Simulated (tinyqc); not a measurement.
Conduction-band offset of an n-N heterojunction from carrier-profile moments: effect of the offset.

Layer 1 (x < 0) accumulates electrons and layer 2 (x > 0) is depleted. Boltzmann statistics. The bands bend down by V1 in layer 1 and up by V2 in layer 2, with V1 + V2 = VD = dE + Vt ln[(N2/Nc2)/(N1/Nc1)].

Sheet densities from the first integral: Q1 = sqrt((2 eps0 eps_r Vt N1/q)(exp(u1) - u1 - 1)) extra electrons, Q2 = sqrt((2 eps0 eps_r Vt N2/q)(exp(-u2) + u2 - 1)) missing ones, u = V/Vt; neutrality Q1 = Q2 + si.

Values chosen for this exercise; values of the order of III-V alloys: temperature T = 350 K; relative permittivity of both layers eps_r = 12.8; density of states of the narrow-gap layer 1 Nc1 = 6e17 cm^-3; density of states of the wide-gap layer 2 Nc2 = 6.4e17 cm^-3; donor density in layer 1 N1 = 3e15 cm^-3; donor density in layer 2 N2 = 7.7e15 cm^-3; fixed charge at the interface si = 0 cm^-2.

Constants: q = 1.602176634e-19 C, kB = 1.380649e-23 J/K, Vt = kB T/q, eps0 = 8.8541878128e-14 F/cm where lengths are in cm. Results are converted to the units shown.

Result of one run:
```
dE (eV),VD (V),V1 (V),Q1 (cm^-2),n(0-)/Nc1
0.19,0.21648,0.077075,1.0924e11,0.064388
```

What becomes of these results when the conduction-band offset dE is changed from 0.19 to 0.5 eV, all else the same?

Result of the changed run:
```
dE (eV),VD (V),V1 (V),Q1 (cm^-2),n(0-)/Nc1
0.5,0.52648,0.10936,2.0531e11,0.18778
```

The whole series:
```
dE (eV),VD (V),V1 (V),Q1 (cm^-2),n(0-)/Nc1
0.06,0.086483,0.043034,4.7176e10,0.020827
0.12,0.14648,0.062073,7.8165e10,0.039155
0.19,0.21648,0.077075,1.0924e11,0.064388
0.25,0.27648,0.086298,1.3205e11,0.087420
0.31,0.33648,0.093516,1.5226e11,0.11106
0.37,0.39648,0.099416,1.7052e11,0.13505
0.44,0.46648,0.10515,1.8994e11,0.16334
0.5,0.52648,0.10936,2.0531e11,0.18778
```

Q1 rises from 4.72e10 to 2.05e11 cm^-2, as VD^(0.64) between the last two rows. Layer 1 takes 49.8 % of VD in the first row and 20.8 % in the last: accumulation charge grows exponentially with V1, so most of a large offset falls across the depleted side.

tinyqc, about 0.1 s, one thread, Intel Xeon 2.30GHz (shared host): `OMP_NUM_THREADS=1 python tinyqc.py 2410115 2410116 out.jsonl`
